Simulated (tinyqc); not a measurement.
Classical nucleation, growth and JMAK kinetics of crystallisation from a melt or glass: one step, computed by the program tinyqc.

A spherical nucleus cap on a flat wall with a sharp interface of isotropic energy gamma; lambda = Omega^(1/3) is the jump distance.

Task: Critical nucleus. Driving force per volume: dG = H (T_m - T)/T_m. Shape factor f = (2 + cos theta)(1 - cos theta)^2/4. W(r) = f [4 pi r^2 gamma - (4/3) pi r^3 dG]; r* = 2 gamma/dG; W* = f 16 pi gamma^3/(3 dG^2); n* = f (4/3) pi r*^3/Omega.

Inputs (values chosen for the exercise, for a model substance): melting point T_m = 1300 K; heat of melting per volume H = 1360 J/cm^3; interface energy gamma = 0.144 J/m^2; atomic volume Omega = 24.9 angstrom^3; temperature T = 791 K; contact angle theta = 100 degrees.

Nucleation: on a flat wall. Driving force: Turnbull (linear).

Constants: e = 1.602176634e-19 C; k_B = 1.380649e-23 J/K.

Give: driving force dG; shape factor f; critical radius r*; barrier W*; atoms in the nucleus n*; W*/(k_B T).

Result:

driving force dG = 532.5 J/cm^3

shape factor f = 0.6289

critical radius r* = 0.5409 nm

barrier W* = 0.6926 eV

atoms in the nucleus n* = 16.74

W*/(k_B T) = 10.16

The wall leaves r* unchanged and cuts the barrier to 62.9 % of the homogeneous value. W* equals n* Omega dG/2 = 0.693 eV. Caution: with under 20 atoms in the nucleus or a barrier under 10 k_B T the capillary model is only a guide.
